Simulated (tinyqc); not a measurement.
On-chip power grid, static voltage drop by conjugate gradients: two steps of the calculation.

A grid of 4 rows and 3 columns, node k = 3 row + column. Neighbours in a row are joined by Rx, in a column by Ry; pad nodes, which reach the supply through Rp: 0, 2, 9, 11. Each node draws I0, node 5 draws kh I0. The drops u = Vdd - V solve G u = i, with G the conductance matrix (1/Rp added on the diagonal at pad nodes).

Values chosen for this exercise:
- Vdd = 0.9 V (supply voltage)
- Rx = 0.23 ohm (resistance of a horizontal segment)
- Ry = 0.33 ohm (resistance of a vertical segment)
- Rp = 0.19 ohm (resistance from a pad node to the supply)
- I0 = 6.1 mA (load current of an ordinary node)
- kh = 3 (factor on the load at the hot node)

Task 1. Conjugate-gradient step. q = G p; with z = r/G_kk: a = (r.z)/(p.q); u(new) = u + a p; r(new) = r - a q; b = (r.z)(new)/(r.z); p(new) = z(new) + b p.

u at the start (mV):
```
       col 0  col 1  col 2
row 0      0      0      0
row 1      0      0      0
row 2      0      0      0
row 3      0      0      0
```

r at the start (mA):
```
       col 0  col 1  col 2
row 0    6.1    6.1    6.1
row 1    6.1    6.1   18.3
row 2    6.1    6.1    6.1
row 3    6.1    6.1    6.1
```

p at the start (mV):
```
            col 0       col 1       col 2
row 0  0.48254580  0.52021348  0.48254580
row 1  0.58606329  0.41338393   1.7581899
row 2  0.58606329  0.41338393  0.58606329
row 3  0.48254580  0.52021348  0.48254580
```

Wanted: q; a; u after iteration 1; r after iteration 1; b; p after iteration 1.

Result 1.

q (mA):
```
       col 0   col 1   col 2
row 0  2.062   0.651  -1.490
row 1  1.064  -6.921  13.264
row 2  1.064  -1.825  -2.487
row 3  2.062   0.651   2.062
```

a = 2.9441

u after iteration 1 (mV):
```
        col 0   col 1   col 2
row 0  1.4206  1.5315  1.4206
row 1  1.7254  1.2170  5.1762
row 2  1.7254  1.2170  1.7254
row 3  1.4206  1.5315  1.4206
```

r after iteration 1 (mA):
```
       col 0   col 1    col 2
row 0  0.029   4.183   10.486
row 1  2.966  26.477  -20.751
row 2  2.966  11.474   13.423
row 3  0.029   4.183    0.029
```

b = 1.9449

p after iteration 1 (mV):
```
        col 0   col 1   col 2
row 0  0.9407  1.3684  1.7680
row 1  1.4248  2.5983  1.4257
row 2  1.4248  1.5815  2.4294
row 3  0.9407  1.3684  0.9407
```

Task 2. Worst drop, pad currents and power lost. Pad current u/Rp; worst drop as a share of Vdd; power lost in the grid and pads sum_k i_k u_k; power delivered sum_k i_k (Vdd - u_k).

converged u (mV):
```
           col 0      col 1      col 2
row 0  4.0099563  5.5314578  4.3448150
row 1  6.7785932  7.4040561  8.1754983
row 2  6.6368267  7.0542059  7.0740335
row 3  3.8832119  5.2617560  3.9880168
```

Wanted: worst drop; share of Vdd; pad currents; power lost; power delivered.

Result 2.

worst drop = 8.175 mV
share of Vdd = 0.9084 %
pad currents (mA): node 0 21.11, node 2 22.87, node 9 20.44, node 11 20.99
power lost = 0.5276 mW
power delivered = 76.33 mW

The pad currents add up to the total load, 85.40 mA. The worst drop is at node 5; the hot node is 5.

tinyqc, about 0.1 s, one thread, Intel Xeon 2.30GHz (shared host): `OMP_NUM_THREADS=1 python tinyqc.py 2770166 2770167 out.jsonl`
